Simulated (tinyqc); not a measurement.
Inverter chain driving a load.

N inverters, each f = Hc^(1/N) times larger than the one before: delay tau N (f + pp). Switched capacitance in units of the first input, with output capacitance pp times the input: Hc + (1 + pp)(Hc - 1)/(f - 1).

Inputs (values chosen for the exercise): load over the input capacitance of the chain Hc = 250; parasitic delay of an inverter pp = 0; delay unit tau = 7.1 ps.

Result of one run:
```
f	delay (ps)	switched capacitance
1.8469	118.02	544.02
```

Which number of stages N gave this result: 5, 7, 8, 9 or 10?

N = 9.

The whole series:
```
N	f	delay (ps)	switched capacitance
3	6.2996	134.18	296.98
4	3.9764	112.93	333.66
5	3.0171	107.11	373.45
6	2.5099	106.92	414.91
7	2.2007	109.38	457.38
8	1.9941	113.26	500.48
9	1.8469	118.02	544.02
10	1.7370	123.33	587.87
```

The delay goes from 134 through a minimum of 107 (at N = 6 among the rows listed) to 123 ps. The best stage effort solves pp + rho (1 - ln rho) = 0, rho = 2.72, which gives N = ln Hc/ln rho = 5.52. One stage fewer than the best costs 0.17 % in delay and saves 10 % of the switched capacitance.

Numbers from tinyqc (`OMP_NUM_THREADS=1 python tinyqc.py 2082136 2082137 out.jsonl`; about 0.01 s on one thread of a shared Intel Xeon 2.30GHz).
